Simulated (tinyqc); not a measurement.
# Metal-interlayer-semiconductor contact, depinning against tunnelling resistance: what changes with what

Zero bias, n-type semiconductor. Gap states at the semiconductor surface thin out as exp(-be ti), which unpins the barrier; electrons must then cross the interlayer (a rectangular barrier, no voltage drop across it) and the parabolic depleted layer, both by WKB. Energies E are counted from the Fermi level; no image force, parabolic bands.

Parameters, values chosen for the exercise; semiconductor values close to those of germanium; interlayer mass of the order of that in aluminium oxide, offset chosen freely:
```
symbol,value,unit,meaning
T,250,K,temperature
Eg,0.679,eV,band gap
eps_r,15.5,,relative permittivity
chi,4.06,eV,electron affinity
Nc,7.91e18,cm^-3,conduction-band density of states at T
mt,0.124,m0,tunnelling mass in the semiconductor
mA,1.08,m0,Richardson mass
Nd,3.3e18,cm^-3,donor density
E0,0.092,eV,charge-neutrality level above the valence band
S0,0.05,,pinning factor without interlayer
phiM,4.43,eV,metal work function
ti,1.1,nm,interlayer thickness
dE,2.46,eV,conduction-band offset of the interlayer above the semiconductor
mi,0.36,m0,tunnelling mass in the interlayer
be,1.7,1/nm,decay constant of gap states through the interlayer
```

Constants: q = 1.602176634e-19 C, kB = 1.380649e-23 J/K, eps0 = 8.8541878128e-12 F/m, hbar = 1.054571817e-34 J s, h = 6.62607015e-34 J s, m0 = 9.1093837015e-31 kg, Vt = kB T/q, hbar^2/(2 m0) = 0.0380998212 eV nm^2. Results are converted to the units shown.

Each table varies one quantity; the others keep the values above.

## Contact resistivity against the interlayer thickness

S = 1/(1 + (1/S0 - 1) exp(-be ti)); phiB = S (phiM - chi) + (1 - S)(Eg - E0); xi = Ec - EF deep inside, from Nd = Nc F(-xi/Vt), F(x) = (2/sqrt(pi)) int_0^infinity sqrt(u) du/(1 + exp(u - x)); band bending U = phiB - xi; E00 = (hbar/2) sqrt(Nd/(eps0 eps_r mt m0)) in volts; A = 4 pi q mA m0 kB^2/h^3. With U = phiB - xi: for xi < E < phiB, y = (E - xi)/U and G1 = (U/E00) [sqrt(1 - y) - y ln((1 + sqrt(1 - y))/sqrt(y))], G1 = 0 above phiB; G2 = 2 ti sqrt(mi max(phiB + dE - E, 0)/C), C = hbar^2/(2 m0); f = 1/(1 + exp(E/Vt)); 1/rho_c = (A T^2/Vt^2) times the integral of exp(-G1 - G2) f over E from xi upwards. Shares under 0.001 % are printed as 0; rows without band bending are left out.

The same in every row: E00/Vt = 1.13.

Results:

| ti (nm) | S | phiB (eV) | rho_c (ohm cm^2) | rho_c with G2 = 0 (ohm cm^2) | peak of the integrand (eV) | share above phiB (%) |
|---|---|---|---|---|---|---|
| 0 | 0.0500 | 0.576 | 0.0721 | 0.0721 | 0.208 | 0.00659 |
| 0.3 | 0.0806 | 0.570 | 1.28 | 0.0582 | 0.210 | 0.00893 |
| 0.6 | 0.127 | 0.559 | 20.0 | 0.0419 | 0.210 | 0.0126 |
| 0.9 | 0.196 | 0.545 | 266 | 0.0260 | 0.209 | 0.0187 |
| 1.2 | 0.288 | 0.524 | 2.93e3 | 0.0136 | 0.206 | 0.0293 |
| 1.8 | 0.529 | 0.472 | 2.24e5 | 0.00253 | 0.194 | 0.0798 |
| 2.1 | 0.651 | 0.446 | 1.87e6 | 0.00108 | 0.187 | 0.129 |
| 2.4 | 0.757 | 0.423 | 1.75e7 | 5.19e-4 | 0.182 | 0.196 |

Estimate the missing row, ti = 1.5 nm.

Computed row:

| ti (nm) | S | phiB (eV) | rho_c (ohm cm^2) | rho_c with G2 = 0 (ohm cm^2) | peak of the integrand (eV) | share above phiB (%) |
|---|---|---|---|---|---|---|
| 1.5 | 0.403 | 0.500 | 2.70e4 | 0.00610 | 0.200 | 0.0480 |

With this row back in the table: As ti goes from 0 to 2.4, phiB falls from 0.576 to 0.423 eV and rho_c rises from 0.0721 to 1.75e7 ohm cm^2. No thickness listed beats the bare contact: tunnelling through the layer costs more than the change of the barrier gains. The ratio of rho_c to its value with G2 = 0 runs from 1.00 to 3.37e10.

## Contact resistivity against the metal work function

Same model as above.

The same in every row: S = 0.255; E00/Vt = 1.13.

Contact resistivity against the metal work function:

| phiM (eV) | phiB (eV) | rho_c (ohm cm^2) | rho_c with G2 = 0 (ohm cm^2) | peak of the integrand (eV) | share above phiB (%) |
|---|---|---|---|---|---|
| 3.96 | 0.412 | 24.7 | 3.69e-4 | 0.163 | 0.119 |
| 4.16 | 0.463 | 135 | 0.00188 | 0.182 | 0.0609 |
| 4.36 | 0.514 | 740 | 0.00967 | 0.201 | 0.0315 |
| 4.56 | 0.565 | 4.09e3 | 0.0500 | 0.219 | 0.0164 |
| 4.76 | 0.616 | 2.27e4 | 0.260 | 0.238 | 0.00858 |
| 4.96 | 0.667 | 1.27e5 | 1.36 | 0.257 | 0.00451 |
| 5.16 | 0.718 | 7.10e5 | 7.13 | 0.276 | 0.00237 |

What does the table show?

As phiM goes from 3.96 to 5.16, phiB rises from 0.412 to 0.718 eV and rho_c rises from 24.7 to 7.10e5 ohm cm^2. The ratio of rho_c to its value with G2 = 0 runs from 66800 to 99600.

Range of the model: The depletion charge would drop about 0.12 V across such an interlayer (eps_r near 9) at ti = 1.1 nm and Nd = 3.3e18 cm^-3, against a band bending of 0.52 V; this model leaves that drop out.

Program tinyqc, `OMP_NUM_THREADS=1 python tinyqc.py 2270169 2270170 out.jsonl`; Intel Xeon 2.30GHz, shared host, one thread, about 0.04 s.
